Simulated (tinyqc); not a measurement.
Voltage acceleration of oxide breakdown, four models on the same data: two steps of the calculation.

Field E = V/tox in MV/cm. Models: ln(t63/1 s) = a - c X with X = E (E model), -1/E (1/E model), ln V (power law, c the exponent n) or sqrt(E).

Parameters, values chosen for the exercise:
```
symbol,value,unit,meaning
tox,3.8,nm,oxide thickness
Vu,2.1,V,use voltage
Ts,423,K,stress temperature
Tu,358,K,use temperature
Ea,0.66,eV,activation energy
ks,2.2e-6,,factor for area and percentile
```

Constants: q = 1.602176634e-19 C, kB = 1.380649e-23 J/K. Results are converted to the units shown.

Task 1. Fitting the models. The three stress times were made with the E model, c = 3.65, and are treated as data. For each model fit ln t63 on X by least squares over the three points.

```
stress  V (V)  t63 (s)
0         3.4  3.656e5
1        4.28       78
2        4.86   0.2969
```

Wanted: c; a; largest misfit in ln t63 (0: below 0.002).

Result 1.

```
model        c        a  largest misfit in ln t63 (0: below 0.002)
E       3.6500   45.467                                    0.00000
1/E     409.65  -32.745                                    0.73052
power   38.948   60.607                                    0.37790
sqrt E  23.890   84.342                                    0.19158
```

The worst misfit of any model is 0.73 in ln t63, a factor of 2.08 in time, comparable to the scatter of t63 from small samples, so such data hardly tell the models apart.

Task 2. Projection to use conditions. Project to Vu, multiply by exp[(Ea q/kB)(1/Tu - 1/Ts)] and by ks; ten years are 3.15576e8 s. The largest voltage for ten years solves the same relation for V.

```
model           c           a
E       3.6499914   45.467120
1/E     409.65134  -32.744727
power   38.947801   60.607082
sqrt E  23.890168   84.342031
```

Wanted: temperature factor; lifetime; largest voltage for ten years.

Result 2.

temperature factor = 26.77

```
model   lifetime (years)  largest voltage for ten years (V)
E                 0.1807                              1.682
1/E              1.751e6                              2.509
power              110.3                              2.234
sqrt E             3.234                              2.016
```

The lifetimes span 6.99 decades, from the E model (most cautious) to the 1/E model; the allowed voltage spans 1.68 to 2.51 V. 2 of the four models pass ten years at Vu. Lifetimes beyond a thousand years are formal extrapolations.

Range of the model: All four laws are empirical fits; none is established far below the stress range.

Computed by the program tinyqc: `OMP_NUM_THREADS=1 python tinyqc.py 2070111 2070112 out.jsonl`, one thread of a shared Intel Xeon 2.30GHz, about 0.01 s for the whole run.
